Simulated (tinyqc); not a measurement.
Potential-pH (Pourbaix) lines of a metal, its cation, its oxide and an oxyanion, with a complexing ligand. Changing the pH. Computed by tinyqc, a small Python program. Command: `OMP_NUM_THREADS=1 python tinyqc.py 3020234 3020235 out.jsonl pourb sweep`. One thread of a shared host (Intel(R) Xeon(R) Processor @ 2.30GHz), about 0.01 s of CPU time with the checks.

Potentials are against the standard hydrogen electrode; solids and water have unit activity; dG_f of M, H+ and the electron is zero; F = e N_A and s = R T ln(10)/F. The cation carries z = 2.

Inputs (values chosen for the exercise, modelled on nickel):

| quantity | value | unit |
|---|---|---|
| dG_f of the cation | -46.43 | kJ/mol |
| dG_f of the oxide | -213.22 | kJ/mol |
| dG_f of the oxyanion | -292.7 | kJ/mol |
| dG_f of water | -237.14 | kJ/mol |
| temperature T | 298.15 | K |
| log10 of the dissolved activity a | -3 | - |
| potential E | -1 | V |
| log10 of the stability constant beta of ML | 4.1 | - |
| pKa of HL | 6.1 | - |
| total ligand c_L | 0.19 | mol/L |
| limiting current density i_L | 6e-05 | A/cm^2 |
| molar volume V_m | 6.59 | cm^3/mol |

Species: M, M2+, MO, MO2(2-).

exchange current densities, metal and cathodic (A/cm^2): 4.6e-06  1.8e-11

Tafel slopes, anodic and cathodic (mV/decade): 55  105

Constants: R = 8.314462618 J/(mol K); e = 1.602176634e-19 C; N_A = 6.02214076e+23 1/mol.

Method:
- M2+ + 2e = M; MO + 2H+ + 2e = M + H2O; MO2(2-) + 4H+ + 2e = M + 2H2O. For each, E0 = -dG/(z F), and E = E0 + (s/z) log10 a - (s n_H/z) pH, with no activity term for the oxide.
- The metal is stable below the lowest of the three lines; above it, the species of the lowest line is stable. Water lines at 1 bar: hydrogen E = -s pH, oxygen E = -dG_f(water)/(2F) - s pH.
- The free ligand is c_L/(1 + 10^(pKa - pH)) (ligand in excess); dissolved metal is a in all, so the free cation is a/alpha, alpha = 1 + beta [L]; the cation line drops by (s/z) log10 alpha.
- Anodic i = i0a 10^((E - E_a)/b_a) with E_a the cation line with ligand; cathodic i = i0c 10^((E_c - E)/b_c) with E_c the oxygen line; supply caps the cathodic current, 1/i_c = 1/i(Tafel) + 1/i_L. E_corr makes the two currents equal. Without the cap it would be [b_c E_a + b_a E_c + b_a b_c log10(i0c/i0a)]/(b_a + b_c). Rate = i V_m/(z F). Films are left out.

One run for each value:

| pH | upper limit of immunity (V) | cation line with ligand (V) | corrosion potential E_corr (V) | etch rate (nm/min) | log10 alpha |
|---|---|---|---|---|---|
| 1.0 | -0.3293 | -0.3296 | -0.2682 | 1.229 | 8.174e-03 |
| 2.5 | -0.3293 | -0.3354 | -0.2740 | 1.229 | 2.043e-01 |
| 4.0 | -0.3293 | -0.3677 | -0.3064 | 1.229 | 1.298e+00 |
| 5.5 | -0.3293 | -0.4087 | -0.3473 | 1.229 | 2.682e+00 |
| 7.0 | -0.3293 | -0.4278 | -0.3664 | 1.229 | 3.327e+00 |
| 8.5 | -0.3789 | -0.4292 | -0.3679 | 1.229 | 3.377e+00 |
| 10.0 | -0.4676 | -0.4293 | -0.3680 | 1.228 | 3.379e+00 |
| 11.5 | -0.5564 | -0.4293 | -0.3681 | 1.222 | 3.379e+00 |
| 13.0 | -0.6859 | -0.4293 | -0.3689 | 1.179 | 3.379e+00 |

What does the table show?

Over the rows, upper limit of immunity (V) falls from -0.329 to -0.686, flat over part of the range; cation line with ligand (V) falls from -0.330 to -0.429; corrosion potential E_corr (V) falls from -0.268 to -0.369.

Caution (all rows): other oxidation states, hydroxides and hydrides are left out, and the lines say nothing of rates. Caution (rows 1.00, 2.50, 4.00, 5.50): E_corr lies below the hydrogen line, so hydrogen evolution, left out here, adds cathodic current. Caution (rows 10.0, 11.5): at this pH the oxide, not the cation, is the stable product, and a film would cut the rate. Caution (rows 13.0): at this pH the oxyanion, not the cation, is the stable product, so this anodic line is not the one that acts.
